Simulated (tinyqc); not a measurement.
# Doping and barrier from two capacitances

Question. A Schottky diode on a uniformly doped n-type layer obeys (A/C)^2 = 2 (Vbi - V - Vt)/(q eps0 eps_r Nd) in reverse bias, with phiB = Vbi + Vt ln(Nc/Nd) and image force ignored. Find Nd, Vbi and phiB.

Parameters, values chosen for the exercise; band and dielectric values close to those of silicon: temperature T = 300 K; relative permittivity eps_r = 11.7; conduction-band density of states at T Nc = 2.82e19 cm^-3; diode area A = 0.0079 cm^2.

Constants: q = 1.602176634e-19 C, kB = 1.380649e-23 J/K, Vt = kB T/q, eps0 = 8.8541878128e-14 F/cm where lengths are in cm. Results are converted to the units shown.

C at V = -0.2 and -3.4 V (pF): 1023.7534  404.79338

Answer. The slope of (A/C)^2 against -V gives Nd, the intercept Vbi - Vt, and the Fermi-level depth Vt ln(Nc/Nd) is added for the barrier.

Nd = 1.200e17 cm^-3
Vbi = 0.4189 V
phiB = 0.5600 eV

Program tinyqc, `OMP_NUM_THREADS=1 python tinyqc.py 2020091 2020092 out.jsonl`; Intel Xeon 2.30GHz, shared host, one thread, about 0.04 s.
